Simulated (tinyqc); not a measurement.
What each parameter does: band edges of strained Si(1-x)Ge(x) on relaxed Si(1-y)Ge(y).

Values are linear in the Ge fraction but for ED(x) = linear - CD x (1 - x) and a(x) = linear - Ca x (1 - x). Energies are on the common scale of Ev.

Coherent growth on a (110) face: e_par = (a(y) - a(x))/a(x), e_perp = -(C11 + 3 C12 - 2 C44)/(C11 + C12 + 2 C44) e_par; exx = eyy = (e_par + e_perp)/2, ezz = e_par, exy = (e_perp - e_par)/2, eyz = ezx = 0.

A valley with unit axis u lies at Ev + gap + (av + a_valley) tr(e) + Xu (u.e.u - tr(e)/3); the Delta axes are x, y, z and the L axes [111], [1-1-1], [-11-1], [-1-11]. The second-order shift of the Delta valleys under shear is left out; it lowers the pair normal to the sheared plane by tens of meV at a shear of 1 %.

Valence edges: Ev plus the levels of the 6 x 6 matrix of X, Y, Z times spin with -Dso/3 + l exx + m (eyy + ezz) on the diagonal (cyclic), n exy off it, l = av + 2 b, m = av - b, n = sqrt(3) d. Spin-orbit term (Dso/3) L.sigma on X, Y, Z with (L_k)_ij = -i epsilon_kij: <X+|H|Y+> = -i Dso/3, <X+|H|Z-> = Dso/3, <Y+|H|Z-> = -i Dso/3, <Z+|H|X-> = -Dso/3, <Z+|H|Y-> = i Dso/3, <X-|H|Y-> = i Dso/3, and their conjugates; + and - are the spin along z.

Values chosen for the exercise (end members near Si and Ge, in this order; not measured data): a = (5.428, 5.656) angstrom (lattice constant); Dso = (0.044, 0.291) eV (spin-orbit splitting); av = (2.48, 1.23) eV (valence hydrostatic potential); b = (-2.1, -2.53) eV (tetragonal shear potential); d = (-4.77, -5.29) eV (trigonal shear potential); C11 = (163.9, 126.6) GPa; C12 = (64.2, 48.7) GPa; C44 = (80.8, 66.8) GPa; Ev = (0, 0.72) eV (top of the unstrained valence band); ED = (1.169, 0.93) eV (gap to the Delta valleys); EL = (2.012, 0.743) eV (gap to the L valleys); aD = (1.88, 1.2) eV (hydrostatic potential of the Delta gap); aL = (-3.01, -3.03) eV (hydrostatic potential of the L gap); XuD = (9.44, 9.58) eV (uniaxial potential, Delta); XuL = (15.74, 14.72) eV (uniaxial potential, L); CD = 0.199 eV (bowing of the Delta gap); Ca = 0.025 angstrom (bowing of the lattice constant); face = 110 (growth face); x = 0.17 (Ge fraction of the layer); y = 0 (Ge fraction of the relaxed buffer).

dEc = Ec(buffer) - Ec(layer), dEv = Ev(layer) - Ev(buffer); buffer edges Ev(y) and Ev(y) + min(ED, EL).

Results for these values:

| case | gap (eV) | valence splitting (meV) | dEc (eV) | dEv (eV) |
|---|---|---|---|---|
| base | 1.0268 | 35.1 | 0.0159 | 0.1263 |

What happens to each result for d = (-5.485, -6.084) eV, all else kept?

Answer: gap falls from 1.0268 to 1.0229; valence splitting rises from 35.1 to 38.8; dEc does not change at the printed digits; dEv rises from 0.1263 to 0.1302.

The same for each parameter in turn:

| case | gap (eV) | valence splitting (meV) | dEc (eV) | dEv (eV) |
|---|---|---|---|---|
| base | 1.0268 | 35.1 | 0.0159 | 0.1263 |
| x = 0.2 | 1.0028 | 40.0 | 0.0170 | 0.1492 |
| y = 0.03 | 1.0396 | 31.2 | 0.0124 | 0.1040 |
| CD = 0.249 eV | 1.0197 | 35.1 | 0.0229 | 0.1263 |
| aL = (-3.461, -3.484) eV | 1.0268 | 35.1 | 0.0159 | 0.1263 |
| av = (2.852, 1.414) eV | 1.0268 | 35.1 | 0.0192 | 0.1230 |
| aD = (2.162, 1.38) eV | 1.0242 | 35.1 | 0.0184 | 0.1263 |
| d = (-5.485, -6.084) eV | 1.0229 | 38.8 | 0.0159 | 0.1302 |
| C12 = (73.83, 56.005) GPa | 1.0252 | 35.9 | 0.0155 | 0.1283 |

The lowest valleys of the layer are Delta2, so among the conduction-band potentials only those of that family reach the gap and dEc; the buffer is unstrained. A shift large enough to swap the lowest family would change that.

Run: tinyqc, `OMP_NUM_THREADS=1 python tinyqc.py 1081145 1081146 out.jsonl`; Intel(R) Xeon(R) Processor @ 2.30GHz, one thread, shared host; about 0.02 s of CPU time with all checks.
